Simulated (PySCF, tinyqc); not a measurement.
Worked calculation: RHF in the 6-31g basis, for H4, spin multiplicity 1. The lowest restricted solution is unstable here: a spin-polarised one lies 0.0734 hartree lower (PySCF). One step of it, computed by the program tinyqc.

Problem. Iteration 1: diagonalisation and new density. Diagonalise F' = X^T F X, C = X C', fill 2 alpha and 2 beta electrons from the bottom; D = 2 C_occ C_occ^T. Each column has its largest component positive (the first on a tie).

Fock matrix F (hartree):
```
,1H 1s,1H 2s,2H 1s,2H 2s,3H 1s,3H 2s,4H 1s,4H 2s
1H 1s,0.174772,-0.343344,-0.217226,-0.280784,-0.020654,-0.112405,0.001818,-0.071986
1H 2s,-0.343344,-0.250537,-0.280784,-0.295959,-0.112405,-0.160161,-0.071986,-0.149933
2H 1s,-0.217226,-0.280784,0.174772,-0.343344,0.001818,-0.071986,-0.020654,-0.112405
2H 2s,-0.280784,-0.295959,-0.343344,-0.250537,-0.071986,-0.149933,-0.112405,-0.160161
3H 1s,-0.020654,-0.112405,0.001818,-0.071986,0.174772,-0.343344,-0.217226,-0.280784
3H 2s,-0.112405,-0.160161,-0.071986,-0.149933,-0.343344,-0.250537,-0.280784,-0.295959
4H 1s,0.001818,-0.071986,-0.020654,-0.112405,-0.217226,-0.280784,0.174772,-0.343344
4H 2s,-0.071986,-0.149933,-0.112405,-0.160161,-0.280784,-0.295959,-0.343344,-0.250537
```

X:
```
,1,2,3,4,5,6,7,8
1H 1s,-0.519247,-0.575673,-0.640485,0.670392,0.440611,0.346988,0.277502,0.160310
1H 2s,1.188197,0.773876,0.677834,-0.422329,0.192549,0.258118,0.262211,0.254472
2H 1s,0.519247,0.575673,-0.640485,0.670392,-0.440611,-0.346988,0.277502,0.160310
2H 2s,-1.188197,-0.773876,0.677834,-0.422329,-0.192549,-0.258118,0.262211,0.254472
3H 1s,0.519247,-0.575673,0.640485,0.670392,-0.440611,0.346988,-0.277502,0.160310
3H 2s,-1.188197,0.773876,-0.677834,-0.422329,-0.192549,0.258118,-0.262211,0.254472
4H 1s,-0.519247,0.575673,0.640485,0.670392,0.440611,-0.346988,-0.277502,0.160310
4H 2s,1.188197,-0.773876,-0.677834,-0.422329,0.192549,-0.258118,-0.262211,0.254472
```

Give: F' = X^T F X; orbital energies; coefficients C; D after iteration 1.

Solution.

F' = X^T F X (hartree):
```
,1,2,3,4,5,6,7,8
1,0.871,0.000,0.000,0.000,-0.366,0.000,0.000,0.000
2,0.000,0.941,0.000,0.000,0.000,-0.317,0.000,0.000
3,0.000,0.000,1.054,0.000,0.000,0.000,-0.187,0.000
4,0.000,0.000,0.000,1.110,0.000,0.000,0.000,0.009
5,-0.366,0.000,0.000,0.000,0.315,0.000,0.000,0.000
6,0.000,-0.317,0.000,0.000,0.000,0.114,0.000,0.000
7,0.000,0.000,-0.187,0.000,0.000,0.000,-0.328,0.000
8,0.000,0.000,0.000,0.009,0.000,0.000,0.000,-0.492
```

orbital energies (hartree): MO1 -0.492, MO2 -0.353, MO3 0.006, MO4 0.133, MO5 1.048, MO6 1.052, MO7 1.079, MO8 1.110

coefficients C:
```
,MO1,MO2,MO3,MO4,MO5,MO6,MO7,MO8
1H 1s,0.156,0.191,0.144,0.164,0.657,-0.661,0.671,0.671
1H 2s,0.257,0.349,0.493,0.701,-0.650,0.979,-0.637,-0.421
2H 1s,0.156,0.191,-0.144,-0.164,-0.657,0.661,0.671,0.671
2H 2s,0.257,0.349,-0.493,-0.701,0.650,-0.979,-0.637,-0.421
3H 1s,0.156,-0.191,0.144,-0.164,0.657,0.661,-0.671,0.671
3H 2s,0.257,-0.349,0.493,-0.701,-0.650,-0.979,0.637,-0.421
4H 1s,0.156,-0.191,-0.144,0.164,-0.657,-0.661,-0.671,0.671
4H 2s,0.257,-0.349,-0.493,0.701,0.650,0.979,0.637,-0.421
```

D after iteration 1:
```
,1H 1s,1H 2s,2H 1s,2H 2s,3H 1s,3H 2s,4H 1s,4H 2s
1H 1s,0.122,0.214,0.122,0.214,-0.024,-0.053,-0.024,-0.053
1H 2s,0.214,0.376,0.214,0.376,-0.053,-0.112,-0.053,-0.112
2H 1s,0.122,0.214,0.122,0.214,-0.024,-0.053,-0.024,-0.053
2H 2s,0.214,0.376,0.214,0.376,-0.053,-0.112,-0.053,-0.112
3H 1s,-0.024,-0.053,-0.024,-0.053,0.122,0.214,0.122,0.214
3H 2s,-0.053,-0.112,-0.053,-0.112,0.214,0.376,0.214,0.376
4H 1s,-0.024,-0.053,-0.024,-0.053,0.122,0.214,0.122,0.214
4H 2s,-0.053,-0.112,-0.053,-0.112,0.214,0.376,0.214,0.376
```
